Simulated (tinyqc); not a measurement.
Deep-level transient spectroscopy: one step of the calculation.

Schottky contact on an n-type layer with shallow donors Nd (all ionised) and a donor-like deep trap, neutral when filled and positive when empty; depletion approximation. Traps within lam of the depletion edge stay filled. A long pulse to Vp fills the traps beyond x1 = Wp - lam; back at Vr those between x1 and x2 = Wr - lam emit. A rate window reads S = C(t2) - C(t1).

Question. The transient. W(t)^2 = Wr^2 + (Nt/Nd)(x2^2 - x1^2) exp(-en t), C = eps0 eps_r/W; for small Nt, dC/C = -(Nt/2 Nd) G exp(-en t) with G = (x2^2 - x1^2)/Wr^2. S = C(t2) - C(t1).

Parameters, values chosen for the exercise; material values close to those of gallium nitride: relative permittivity eps_r = 9.56; shallow donor density Nd = 2.3e15 cm^-3; trap density Nt = 5.8e14 cm^-3; first sampling time t1 = 0.1 ms; second sampling time t2 = 0.25 ms.

Constants: eps0 = 8.8541878128e-14 F/cm where lengths are in cm. Results are converted to the units shown.

t, sample 0 to 6 (ms): [0, 0.05, 0.1, 0.175, 0.25, 0.5, 1.25]
en = 3741.4535 1/s
Wr = 1993.2748 nm
G = (x2^2 - x1^2)/Wr^2 = 0.63204427

Find: C; C - C(final); S.

Answer.

C, sample 0 to 6 (nF/cm^2): [3.9439, 3.9910, 4.0313, 4.0810, 4.1197, 4.1954, 4.2434]
C - C(final), sample 0 to 6 (pF/cm^2): [-302.68, -255.60, -215.25, -165.62, -126.89, -51.18, -3.15]
S = 88.358 pF/cm^2

Range of the model: With Nt above a tenth of Nd the edge x2 moves during the transient, which this model holds fixed, and the transient is not a plain exponential.

Numbers from tinyqc (`OMP_NUM_THREADS=1 python tinyqc.py 2050016 2050017 out.jsonl`; about 0.01 s on one thread of a shared Intel Xeon 2.30GHz).
